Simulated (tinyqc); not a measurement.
Reset of a mushroom phase-change cell, hemispherical electro-thermal model: one step of the calculation.

Current spreads from a hemispherical contact of radius r0 into a large dome with constant rho and ka: j = I/(2 pi r^2). With s = r0/r the steady rise is T - T0 = c (b s - s^2), c = I^2 rho/(8 pi^2 ka r0^2). The heat lost through the heater, (T(r0) - T0)/Rh, fixes b = (2 + g)/(1 + g), g = 1/(2 pi ka r0 Rh).

Question. Temperature profile and molten shell. The peak lies at s = b/2 with the rise c b^2/4; melting starts at the current where that equals Tm - T0, and the molten shell spans the roots of s^2 - b s + (Tm - T0)/c = 0 (s at most 1). Electrical resistance rho/(2 pi r0).

Values chosen for this exercise; values of the order of Ge-Sb-Te and related chalcogenides:
- T0 = 300 K (ambient temperature)
- Tm = 883 K (melting point)
- r0 = 24 nm (radius of the heater contact)
- rho = 7.9 mohm cm (resistivity of the hot chalcogenide)
- ka = 1.49 W/(m K) (its thermal conductivity)
- Rh = 20 K/uW (thermal resistance of the path through the heater)
- I = 950 uA (reset current)

r, point 0 to 7 (nm): 24  27.6  32.4  38.4  48  62.4  84  120
b = 1.8179744

Find: c; T; peak T; inner radius of the melt; outer radius of the melt.

Answer.

c = 1052 K
T, point 0 to 7 (K): 1161  1168  1140  1084  993.4  880.0  760.6  640.5
peak T = 1169 K
inner radius of the melt = 24.00 nm
outer radius of the melt = 61.97 nm

The melt reaches the contact.

Range of the model: Constant properties, no latent heat, thermoelectric terms, boundary resistance or heating in the heater itself.

Computed by the program tinyqc: `OMP_NUM_THREADS=1 python tinyqc.py 2490034 2490035 out.jsonl`, one thread of a shared Intel Xeon 2.30GHz, about 0.01 s for the whole run.
